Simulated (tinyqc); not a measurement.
KAI against NLS in time: switching kinetics of a ferroelectric film and the memory window of a ferroelectric gate stack. Computed by tinyqc, a small Python program. Command: `OMP_NUM_THREADS=1 python tinyqc.py 3019897 3019898 out.jsonl feswitch walk`. One thread of a shared host (Intel(R) Xeon(R) Processor @ 2.30GHz), about 0.02 s of CPU time with the checks.

Fields in MV/cm; 1 microcoulomb/cm^2 over eps_0 is 11.29409 MV/cm. In the stack (metal, ferroelectric, interlayer, channel) the channel is taken as a conductor.

Inputs (values chosen for the exercise, for a model hafnia-based film): dimension n = 2; half width w of log10 t = 0.69.

Method. KAI: 1 - exp[-(t/t1)^n]. NLS: the same kernel averaged over the Lorentzian F = (1/pi) w/[(z - log10 t1)^2 + w^2] in z = log10 tau.

Switched share:

| log10(t/t1) | KAI | NLS |
|---|---|---|
| -3.0 | 0.0000 | 0.07573 |
| -2.0 | 0.0001 | 0.11480 |
| -1.0 | 0.0100 | 0.22334 |
| -0.5 | 0.0952 | 0.35307 |
| -0.2 | 0.3284 | 0.46572 |
| 0.0 | 0.6321 | 0.54785 |
| 0.2 | 0.9189 | 0.62615 |
| 0.5 | 1.0000 | 0.72202 |
| 1.0 | 1.0000 | 0.81922 |
| 2.0 | 1.0000 | 0.89874 |
| 3.0 | 1.0000 | 0.93036 |

What follows from these numbers?

KAI goes from 10 to 90 % within 0.67 decades of time; a Lorentzian of this width needs about 2 w tan(0.4 pi) = 4.2 decades. Three decades after t1, 7.0 % of the NLS film has not switched, and three decades before it 7.6 % already has: the tails set write margins and disturb errors.
